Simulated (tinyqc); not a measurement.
Worked calculation: finite-size error of a charged defect in a periodic cell: Madelung and Makov-Payne terms. Computed by tinyqc, a small Python program that keeps every step. Command: `OMP_NUM_THREADS=1 python tinyqc.py 3018202 3018203 out.jsonl imagecharge walk`. One thread of a shared host (Intel(R) Xeon(R) Processor @ 2.30GHz), about 0.03 s of CPU time with the checks. Intermediate numbers are printed to about 5 digits and carried at full precision; extremes and crossings named in words are read from the listed rows.

L is the cube root of the cell volume. The defect charge is a Gaussian, rho(r) = q (2 pi sigma^2)^(-3/2) exp(-r^2/2 sigma^2), repeated periodically in a uniform neutralising background and screened by a continuum. The model cell energy is E(L) = E_0 + [periodic - isolated electrostatic energy].

Inputs (values chosen for the exercise, for a model uniaxial host):
```
quantity                                     value      unit
charge q                                        -1         e
cell length L                                 12.2  angstrom
dielectric constant eps_xy                    9.62         -
dielectric constant eps_z                     8.17         -
axis ratio c/a                                1.48         -
width sigma of the defect charge               1.6  angstrom
formation energy of the isolated defect E_0  3.105        eV
```

Supercell lattice: tetragonal. Screening: uniaxial.

scatter added to the six cells, standing for numerical noise (meV): 1.7  -0.41  -0.078  0.29  0.83  -0.23

Constants: e^2/(4 pi eps_0) = 14.39964548 eV angstrom.

## The cell

Cell vectors: (1,0,0), (0,1,0), (0,0,c/a), scaled to volume L^3.

cell vectors (rows) (angstrom):
```
        1       2       3
1  10.705   0.000   0.000
2   0.000  10.705   0.000
3   0.000   0.000  15.844
```

nearest image = 10.705 angstrom

## Madelung energy

Ewald sum for a unit point charge: scale each Cartesian component of the cell by 1/sqrt(eps_i), giving R', G' and V'; E = [ (1/2) sum erfc(eta R')/R' + (2 pi/V') sum exp(-G'^2/4 eta^2)/G'^2 - eta/sqrt(pi) - pi/(2 V' eta^2) ] e^2/(4 pi eps_0) / sqrt(eps_x eps_y eps_z), over n_i = -6..6, omitting n = (0,0,0), eta = 2/V'^(1/3). alpha = -2 E eps_g L/(e^2/(4 pi eps_0)), eps_g = (eps_x eps_y eps_z)^(1/3).

terms for a unit charge (eV): real space 0.00492, reciprocal 0.02388, self -0.14619, background -0.05088

Madelung constant alpha = 2.5976

point-charge correction -q^2 E = 0.16827 eV

Cubic cells have alpha = 2.837 (sc) to 2.888 (fcc, bcc); this cell, as seen through the screening, is so far from compact that alpha drops well below.

## Energy of the smeared charge in the cell

Periodic energy of the Gaussian: (2 pi q^2/V) sum_(G != 0) exp(-sigma^2 G^2)/(G.eps.G) x e^2/(4 pi eps_0), n_i = -k..k with k = max(9, L/sigma rounded up). Isolated energy: q^2/(2 sqrt(pi) sigma) <1/(n.eps.n)> e^2/(4 pi eps_0), the mean over directions n (64 Gauss-Legendre points in cos(theta)).

periodic energy = 0.12317 eV

isolated energy = 0.27851 eV

finite-size error = -0.15535 eV

E(L) = 2.9497 eV

## A series of cells

Cells of the same shape with L scaled by 0.7, 0.85, 1, 1.25, 1.5 and 2; the scatter is added to E(L). The point-charge correction scales as 1/L from its value at the input L.

Scaling data:
```
L (angstrom)  1/L (1/angstrom)  E(L) (eV)  E(L) + point-charge correction (eV)
8.54                   0.11710     2.9037                               3.1441
10.37                  0.09643     2.9277                               3.1256
12.20                  0.08197     2.9496                               3.1178
15.25                  0.06557     2.9773                               3.1119
18.30                  0.05464     2.9975                               3.1097
24.40                  0.04098     3.0222                               3.1064
```

## Ways to reach the isolated limit

Least-squares fits of E(L) to a + b/L, a + c/L^3 or a + b/L + c/L^3; the estimate is a, and errors are against E_0.

Estimates of E_0:
```
way                              estimate (eV)  error (meV)
largest cell, uncorrected               3.0222      -82.752
largest cell, point-charge term         3.1064        1.383
1/L fit, three smallest                 3.0546      -50.394
1/L fit, all six                        3.0830      -22.041
1/L^3 fit, all six                      3.0058      -99.246
1/L and 1/L^3, three smallest           3.1219       16.938
1/L and 1/L^3, all six                  3.1067        1.654
corrected data, 1/L^3 fit               3.1050       -0.049
```

coefficient b of the full fit = -2.0882 eV angstrom

Best here: corrected data, 1/L^3 fit (0.0 meV); worst: 1/L^3 fit, all six (-99 meV). The fitted b is 101.7 % of the Madelung value -q^2 alpha e^2/(8 pi eps_0 eps_g), so such a fit also measures the screening. A pure 1/L fit lands below E_0, because the positive 1/L^3 term flattens the small-cell points.

## One dielectric constant for an anisotropic host?

The same sum with an isotropic constant in place of the tensor, the means being taken over (eps_xy, eps_xy, eps_z); errors against the tensor result.

Point-charge correction:
```
constant          value  correction (eV)  error (meV)
eps_xy           9.6200          0.16427       -4.005
eps_z            8.1700          0.19342       25.148
arithmetic mean  9.1367          0.17296        4.684
geometric mean   9.1101          0.17346        5.188
harmonic mean    9.0827          0.17398        5.713
```

The tensor gives 0.1683 eV. Closest is eps_xy (-4.0 meV) and furthest eps_z (+25.1 meV); anisotropy also changes the effective shape of the cell, which no single constant captures.

Checks made by the program: the same sum with another eta (relative difference below 1e-10).
